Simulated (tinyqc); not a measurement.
Hubbard ring of 3 sites, step by step. One step of it, computed by the program tinyqc.

Task: The many-body Hamiltonian. Basis: all placements (u, d, 2, 0 on each site), up operators ordered before down ones; hops carry the sign of the same-spin electrons passed.

one-body matrix (hopping and site energies) (eV), order 1, 2, 3:
```
[[0.000000, -1.510000, -1.510000],
 [-1.510000, 0.000000, -1.510000],
 [-1.510000, -1.510000, 0.000000]]
```

U = 7.300000 eV

electrons, up and down: [2, 1]

Give: H.

Result:

H (eV), order 2u0, u20, uud, 20u, udu, u02, duu, 02u, 0u2:
```
[[7.3000, -1.5100, -1.5100, -1.5100, 0.0000, 0.0000, 1.5100, 0.0000, 0.0000],
 [-1.5100, 7.3000, -1.5100, 0.0000, -1.5100, 0.0000, 0.0000, 1.5100, 0.0000],
 [-1.5100, -1.5100, 0.0000, 0.0000, 0.0000, -1.5100, 0.0000, 0.0000, 1.5100],
 [-1.5100, 0.0000, 0.0000, 7.3000, -1.5100, -1.5100, -1.5100, 0.0000, 0.0000],
 [0.0000, -1.5100, 0.0000, -1.5100, 0.0000, -1.5100, 0.0000, -1.5100, 0.0000],
 [0.0000, 0.0000, -1.5100, -1.5100, -1.5100, 7.3000, 0.0000, 0.0000, -1.5100],
 [1.5100, 0.0000, 0.0000, -1.5100, 0.0000, 0.0000, 0.0000, -1.5100, -1.5100],
 [0.0000, 1.5100, 0.0000, 0.0000, -1.5100, 0.0000, -1.5100, 7.3000, -1.5100],
 [0.0000, 0.0000, 1.5100, 0.0000, 0.0000, -1.5100, -1.5100, -1.5100, 7.3000]]
```
